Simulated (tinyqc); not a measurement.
Inputs raised by 2 %, one at a time: Raman shift of the zone-centre optical phonon of a diamond-structure crystal under stress. Computed by tinyqc, a small Python program. Command: `OMP_NUM_THREADS=1 python tinyqc.py 3014122 3014123 out.jsonl ramanstress sens`. One thread of a shared host (Intel(R) Xeon(R) Processor @ 2.30GHz), about 0.01 s of CPU time with the checks.

Axes x, y, z are the cube axes. Strain shifts the threefold optical mode and can split it; p, q and r are the phonon deformation potentials.

Inputs (values chosen for the exercise, modelled on silicon): unstrained frequency omega_0 = 519.9 1/cm; p/omega_0^2 = -1.83; q/omega_0^2 = -2.28; r/omega_0^2 = -0.689; C11 = 165.4 GPa; C12 = 63.93 GPa; C44 = 79.26 GPa; stress sigma (tension positive) = -0.13 GPa; polarisation angle phi = 75 degree; temperature coefficient d omega/dT = -0.023 1/(cm K); local temperature T = 330 K; laser wavelength = 514.5 nm.

Stress state: uniaxial. Axis: [210].

Constants: h = 6.62607015e-34 J s; c = 299792458 m/s; k_B = 1.380649e-23 J/K.

Method:
- S11 = (C11 + C12)/D, S12 = -C12/D, D = (C11 - C12)(C11 + 2 C12), S44 = 1/C44.
- Uniaxial stress along the unit vector n of the axis: sigma_ij = sigma n_i n_j.
- eps_xx = S11 sigma_xx + S12 (sigma_yy + sigma_zz), and cyclic; eps_xy = S44 sigma_xy/2 (tensor strain).
- Secular matrix: M_xx = p eps_xx + q (eps_yy + eps_zz), M_xy = 2 r eps_xy; its eigenvalues are omega^2 - omega_0^2, and the shifts are these over 2 omega_0.
- gamma = -(p + 2q)/(6 omega_0^2); the mean of the three shifts is -gamma omega_0 x (volume strain).
- Backscattering from a (001) surface: incident polarisation (cos phi, sin phi, 0). With Raman tensors (R_z)_xy = (R_z)_yx = 1 and cyclic, only the z component u_z of a mode counts: I = u_z^2 sin^2(2 phi) for parallel and u_z^2 cos^2(2 phi) for crossed polarisers. An unresolved line sits at the intensity-weighted shift, which is M_zz/(2 omega_0).
- A temperature above 300 K shifts the line by (d omega/dT)(T - 300 K); divided by the shift per stress it poses as a stress; the total shift adds it to the shift of the observed line. The anti-Stokes to Stokes ratio is [(omega_L + omega_0)/(omega_L - omega_0)]^3 exp(-h c omega_0/(k_B T)) in photon counts, omega_L = 1/wavelength, resonance effects left out.

Runs; columns: (1) input moved; (2) from; (3) to; (4) shift of the observed line (1/cm); (5) mean shift (1/cm); (6) volume strain (per mille); (7) anti-Stokes/Stokes ratio:
```
(1)                                      (2)      (3)     (4)     (5)      (6)     (7)
base run                                   -        -  0.2954  0.2454  -0.4433  0.1217
unstrained frequency omega_0 (1/cm)    519.9  530.298  0.3013  0.2504  -0.4433  0.1167
p/omega_0^2                            -1.83  -1.8666  0.2927  0.2469  -0.4433  0.1217
q/omega_0^2                            -2.28  -2.3256  0.3040  0.2490  -0.4433  0.1217
C12 (GPa)                              63.93  65.2086  0.2939  0.2433  -0.4395  0.1217
C44 (GPa)                              79.26  80.8452  0.2954  0.2454  -0.4433  0.1217
stress sigma (tension positive) (GPa)  -0.13  -0.1326  0.3013  0.2504  -0.4522  0.1217
local temperature T (K)                  330    336.6  0.2954  0.2454  -0.4433  0.1272
```

Exponents ln(y'/y) / ln(x'/x):
```
input                            shift of the observed line  mean shift  volume strain  anti-Stokes/Stokes ratio
unstrained frequency omega_0                          1.000       1.000          0.000                    -2.127
p/omega_0^2                                          -0.456       0.288          0.000                     0.000
q/omega_0^2                                           1.443       0.716          0.000                     0.000
C12                                                  -0.254      -0.438         -0.438                     0.000
C44                                                   0.000       0.000          0.000                     0.000
stress sigma (tension positive)                       1.000       1.000          1.000                     0.000
local temperature T                                   0.000       0.000          0.000                     2.244
```

Among the inputs moved here: shift of the observed line answers most in size to q/omega_0^2 (exponent +1.443), next to unstrained frequency omega_0 (+1.000); its exponent is below 0.0005 for C44, local temperature T. Its exponent +1.000 in unstrained frequency omega_0: p, q and r scale with omega_0^2. Its exponent 0.000 in C44: M_zz holds no shear strain. Mean shift answers most in size to unstrained frequency omega_0 (exponent +1.000), and about equally to stress sigma (tension positive) (+1.000); its exponent is below 0.0005 for C44, local temperature T. volume strain answers most in size to stress sigma (tension positive) (exponent +1.000), next to C12 (-0.438); its exponent is below 0.0005 for unstrained frequency omega_0, p/omega_0^2, q/omega_0^2, C44, local temperature T. anti-Stokes/Stokes ratio answers most in size to local temperature T (exponent +2.244), next to unstrained frequency omega_0 (-2.127); its exponent is below 0.0005 for p/omega_0^2, q/omega_0^2, C12, C44, stress sigma (tension positive).
